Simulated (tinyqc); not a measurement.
Bias-temperature instability from a Gaussian distribution of capture and emission barriers: one step, computed by the program tinyqc.

Each trap has a capture time tau_0 exp(E_c/(k_B T)) under stress and an emission time tau_0 exp(E_e/(k_B T)) after it. E_c is Gaussian, and E_e = E_c + d with d Gaussian and independent. A trap counts as filled once t_s exceeds its capture time and as emptied once t_r exceeds its emission time.

Problem. Lifetime. Demarcation energies E_s = k_B T ln(t_s/tau_0), E_r = k_B T ln(t_r/tau_0); mean barrier mu = mu_c - k_F F; z = (E_s - mu)/sigma_c; Phi is the standard normal distribution. Temperatures in kelvin are T(C) + 273.15. Solve V_max Phi(z) = criterion for t_s; the power-law extrapolation from the stress point is t_s (criterion/dV0)^(1/n); 1 year = 3.15576e7 s.

Inputs (values chosen for the exercise, for a model p-channel transistor): shift with all traps filled V_max = 220 mV; spread of capture barriers sigma_c = 0.26 eV; time constant tau_0 = 1e-09 s; temperature T = 105 C; stress time t_s = 10000 s; failure criterion = 50 mV.

mean barrier mu = 1.4891 eV

shift without recovery dV0 = 5.301332 mV

time exponent n = 0.2947406

Constants: k_B = 8.617333262e-05 eV/K.

Give: log10 of the lifetime in s; log10 of the power-law estimate in s.

Solution.

log10 of the lifetime in s = 8.254

log10 of the power-law estimate in s = 7.307

The power law gives a time shorter by 0.95 decades, since n falls as traps fill; ten years is log10 = 8.50.
